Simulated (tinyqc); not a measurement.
# Programming of a floating-gate cell by Fowler-Nordheim tunnelling: programming by a staircase of pulses

Per tunnel area the floating gate has Ctun = 3.9 eps0/tox to the channel (0 V) and Ccg to the control gate, Ct = Ctun/(1 - ag), no other coupling. With the threshold shift U = -Q/Ccg the field is F = ag (Vg - U)/tox, and dU/dt = J/Ccg. Fowler-Nordheim: J = A F^2 exp(-B/F), A = q^2/(16 pi^2 hbar mo phi) (times 1e14 for A/cm^2 with F in V/nm, emitter mass m0), B = (4/3) sqrt(mo/C) phi^1.5, C = hbar^2/(2 m0).

Pulse i = 1, 2, ... has the height 10.4 V + (i - 1) 0.5 V and lasts 0.99 us; each starts from the U that the last one left. Exact: exp(B/F(t)) = exp(B/F(0)) + K t, K = A B ag/(Ccg tox), and U = Vg - tox F/ag.

Inputs (values chosen for the exercise); oxide values close to those of silicon dioxide: tunnel barrier phi = 3.05 eV; tunnelling mass mo = 0.44 m0; tunnel oxide thickness tox = 7.4 nm; coupling ratio Ccg/Ct ag = 0.7; threshold shift at the start Vt0 = -0.9 V.

Constants: q = 1.602176634e-19 C, hbar = 1.054571817e-34 J s, m0 = 9.1093837015e-31 kg, eps0 = 8.8541878128e-14 F/cm where lengths are in cm, hbar^2/(2 m0) = 0.0380998212 eV nm^2. Results are converted to the units shown.

Results:

| N | last pulse (V) | U (V) | gain of the last pulse (V) | F at its end (V/nm) |
|---|---|---|---|---|
| 1 | 10.40 | -0.8817 | 0.01828 | 1.067 |
| 2 | 10.90 | -0.8331 | 0.04858 | 1.110 |
| 3 | 11.40 | -0.7230 | 0.1101 | 1.147 |
| 4 | 11.90 | -0.5175 | 0.2055 | 1.175 |
| 6 | 12.90 | 0.1911 | 0.3968 | 1.202 |
| 8 | 13.90 | 1.117 | 0.4765 | 1.209 |
| 14 | 16.90 | 4.098 | 0.4998 | 1.211 |
| 18 | 18.90 | 6.098 | 0.5000 | 1.211 |

Estimate the missing row, N = 11.

Computed row:

| N | last pulse (V) | U (V) | gain of the last pulse (V) | F at its end (V/nm) |
|---|---|---|---|---|
| 11 | 15.40 | 2.599 | 0.4979 | 1.211 |

With this row back in the table: The gain of a pulse rises from 0.0183 to 0.500 V and settles at the step of 0.5 V: the field at the end of a pulse becomes steady, 1.21 V/nm, so U follows the gate one to one whatever it started from. It is within 5 % of the step from pulse 8 on among the rows. In every row the field stays above 10 MV/cm, which wears the oxide.

Range of the model: Programming fields of 10 MV/cm and more wear the oxide; trapping and the channel potential are ignored.

Numbers from tinyqc (`OMP_NUM_THREADS=1 python tinyqc.py 2130047 2130048 out.jsonl`; about 0.01 s on one thread of a shared Intel Xeon 2.30GHz).
